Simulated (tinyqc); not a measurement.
## p-type polysilicon, carrier trapping at grain boundaries: effect of the temperature

One-dimensional grains of size Lg, uniform ionised doping N, monovalent traps Qt at each boundary at a depth Et below (for electrons) or above (for holes) the band edge there, abrupt depletion of width W on each side of a boundary, Boltzmann statistics. xi is the distance from the band edge at the grain centre to the Fermi level. Trapped charge Qt/(1 + exp((xi + VB - Et)/Vt)) = 2 N W, barrier VB = q N W^2/(2 eps0 eps_r).

NB is given at 350 K and scales as (T/350 K)^1.5. If the trap equation with xi = Vt ln(NB/N) has a root W < Lg/2, the grain is partly depleted; otherwise W = Lg/2 and the trap equation gives xi = Et - VB + Vt ln(Qt/(N Lg) - 1). N* = Qt/Lg. n0 = NB exp(-xi/Vt); mean density n0 (1 - 2 W/Lg) by charge balance in a partly depleted grain, and n0 (sqrt(pi)/2) erf(u)/u with u = sqrt(VB/Vt) in a fully depleted one; v = sqrt(kB T/(2 pi ms m0)); barrier resistivity Vt exp(VB/Vt)/(q fe n0 v Lg); grain resistivity (1 - 2 W/Lg)/(q n0 mug); effective mobility 1/(q mean density total resistivity). Rows with xi above 0.45 V, towards mid-gap, are left out, since the other carrier type is ignored.

Values chosen for this exercise; values of the order met in polycrystalline silicon: relative permittivity eps_r = 11.7; valence-band density of states at the reference temperature NB = 3.34e19 cm^-3; grain size Lg = 82 nm; trap density of a grain boundary Qt = 1.8e12 cm^-2; depth of the trap level from the majority band edge at the boundary Et = 0.41 eV; mass for thermionic emission ms = 0.35 m0; correction factor of the emission rate fe = 0.25; mobility inside the grains mug = 90 cm^2/(V s); doping N = 7.5e17 cm^-3.

Constants: q = 1.602176634e-19 C, kB = 1.380649e-23 J/K, m0 = 9.1093837015e-31 kg, Vt = kB T/q, eps0 = 8.8541878128e-14 F/cm where lengths are in cm. Results are converted to the units shown.

The same in every row: N/N* = 3.4167.

Results:

| T (K) | depleted share 2 W/Lg | VB (V) | xi (V) | mean density (cm^-3) | resistivity (ohm cm) | effective mobility (cm^2/(V s)) |
|---|---|---|---|---|---|---|
| 200 | 0.29268 | 0.083516 | 0.050960 | 5.3049e17 | 2.4626 | 4.7778 |
| 240 | 0.29268 | 0.083515 | 0.066808 | 5.3049e17 | 1.2363 | 9.5166 |
| 280 | 0.29267 | 0.083509 | 0.083521 | 5.3050e17 | 0.77555 | 15.170 |
| 320 | 0.29260 | 0.083469 | 0.10098 | 5.3055e17 | 0.55726 | 21.111 |
| 400 | 0.29149 | 0.082834 | 0.13776 | 5.3139e17 | 0.36021 | 32.608 |
| 440 | 0.28953 | 0.081724 | 0.15695 | 5.3286e17 | 0.30695 | 38.161 |

Estimate the missing row, T = 360 K.

Computed row:

| T (K) | depleted share 2 W/Lg | VB (V) | xi (V) | mean density (cm^-3) | resistivity (ohm cm) | effective mobility (cm^2/(V s)) |
|---|---|---|---|---|---|---|
| 360 | 0.29232 | 0.083309 | 0.11908 | 5.3076e17 | 0.43621 | 26.959 |

With this row back in the table: As T goes from 200 to 440, VB falls from 0.0835 to 0.0817 V, the resistivity falls from 2.46 to 0.307 ohm cm and the effective mobility rises from 4.78 to 38.2 cm^2/(V s). The activation energy kB ln(rho1/rho2)/(1/T1 - 1/T2) is 0.0713 eV between the first two rows and 0.0607 eV between the last two; mug is held fixed.

Computed by the program tinyqc: `OMP_NUM_THREADS=1 python tinyqc.py 2830031 2830032 out.jsonl`, one thread of a shared Intel Xeon 2.30GHz, about 0.01 s for the whole run.
